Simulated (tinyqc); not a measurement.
Band-to-band tunnelling across a p-n junction in a two-band chain: one step. Hopping, field and tunnelling length. Three cases, with inputs chosen for the exercise.

Question. Form t, V0, E, the field F = V0/((2N + 1) a/2) (1 V/angstrom = 100 MV/cm) and the length Eg/F over which E lies in the gap.

Sites alternate A at -Eg/2 and C at +Eg/2 with hopping -t; near the edges, with k counted from the zone boundary pi/a, E^2 = (Eg/2)^2 + (t a k)^2, so t = sqrt(c Eg/m)/a gives the mass m, c = hbar^2/2m0. In the gap cosh(q a) = 1 + (Eg^2/4 - e^2)/(2 t^2), e the energy from the local mid-gap. The potential is V0 = Eg + ov on the p side (left), 0 on the n side, and falls linearly over the 2N sites of the junction, V_j = V0 (1 - j/(2N + 1)), j = 1 to 2N, site 1 being A. E = Eg/2 + x ov. A half chain that ends on a site of level e1 with neighbour e2 has g = (1 + z)/(E - e1), z = exp(-/+ i k a) the root with Im g < 0, cos(k a) = (E - e1)(E - e2)/(2 t^2) - 1. S_L = t^2 g (ending on C, shifted by V0), S_R = t^2 g (starting on A). T = 4 Im(S_L) Im(S_R) |G_(1,2N)|^2.

Constants: hbar^2/2m0 = 3.80998211 eV angstrom^2.

Case 1.

Values chosen (gap and mass near those of Ge (direct gap); shifted at random, so the results belong to these values and not to a real crystal): Eg = 0.78 eV (gap); m = 0.0424 m0 (mass of electron and light hole); a = 5 angstrom (period (two sites)); ov = 0.24 eV (overlap: top of the valence band on the p side above the conduction edge on the n side); N = 3 (periods in the small junction); x = 0.32 (energy above the n-side conduction edge, as a share of ov).

Case 2.

Values chosen (gap and mass near those of Ge (direct gap); shifted at random, so the results belong to these values and not to a real crystal): Eg = 0.767 eV (gap); m = 0.0415 m0 (mass of electron and light hole); a = 4 angstrom (period (two sites)); ov = 0.5 eV (overlap: top of the valence band on the p side above the conduction edge on the n side); N = 4 (periods in the small junction); x = 0.65 (energy above the n-side conduction edge, as a share of ov).

Case 3.

Values chosen (gap and mass near those of InAs; shifted at random, so the results belong to these values and not to a real crystal): Eg = 0.354 eV (gap); m = 0.0239 m0 (mass of electron and light hole); a = 4 angstrom (period (two sites)); ov = 0.41 eV (overlap: top of the valence band on the p side above the conduction edge on the n side); N = 4 (periods in the small junction); x = 0.3 (energy above the n-side conduction edge, as a share of ov).

Give: t; V0; E; F; tunnelling length.

Answer.

Case 1.

t = 1.6744 eV
V0 = 1.0200 eV
E = 0.4668 eV
F = 5.829 MV/cm
tunnelling length = 13.38 angstrom

Case 2.

t = 2.0979 eV
V0 = 1.2670 eV
E = 0.7085 eV
F = 7.039 MV/cm
tunnelling length = 10.90 angstrom

Case 3.

t = 1.8780 eV
V0 = 0.7640 eV
E = 0.3000 eV
F = 4.244 MV/cm
tunnelling length = 8.34 angstrom

So short a junction keeps the matrix small; its field is above the 1 to 3 MV/cm of tunnel diodes.

Computed by tinyqc, one run a case: `OMP_NUM_THREADS=1 python tinyqc.py N N+1 out.jsonl` with N = 1452195, 1452380, 1452412; one thread of a shared Intel(R) Xeon(R) Processor @ 2.30GHz, about 0.01 s a run at most.
